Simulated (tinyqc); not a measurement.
One anharmonic mode: perturbation theory, self-consistent phonons and exact levels: one step, computed by the program tinyqc.

V(x) = k x^2/2 + b x^4 for one coordinate x of mass M. A constant K > 0 gives hbar Omega = sqrt((hbar^2/u) K/M) with K in eV/angstrom^2 and M in u.

Question. Hamiltonian in a small basis. Basis: oscillator states n of the constant |k|, with x = s (a + a+), s^2 = hbar Omega/(2|k|); H = hbar Omega (n + 1/2) + (k - |k|) x^2/2 + b x^4, with exact matrix elements of x^2 and x^4.

Inputs (values chosen for the exercise, for a model mode):
```
quantity                          value           unit
mode mass M                         105              u
harmonic constant k                  37  eV/angstrom^2
quartic constant b                  361  eV/angstrom^4
basis size N of the small matrix      6              -
```

Shape: single well.

Constants: hbar^2/u = 4.18015928e-03 eV angstrom^2.

Give: H.

Answer.

H (meV):
```
       1      2      3       4       5       6
1  19.48   0.00   0.82    0.00    0.48    0.00
2   0.00  59.03   0.00    2.38    0.00    1.06
3   0.82   0.00  99.74    0.00    4.71    0.00
4   0.00   2.38   0.00  141.61    0.00    7.82
5   0.48   0.00   4.71    0.00  184.65    0.00
6   0.00   1.06   0.00    7.82    0.00  228.86
```
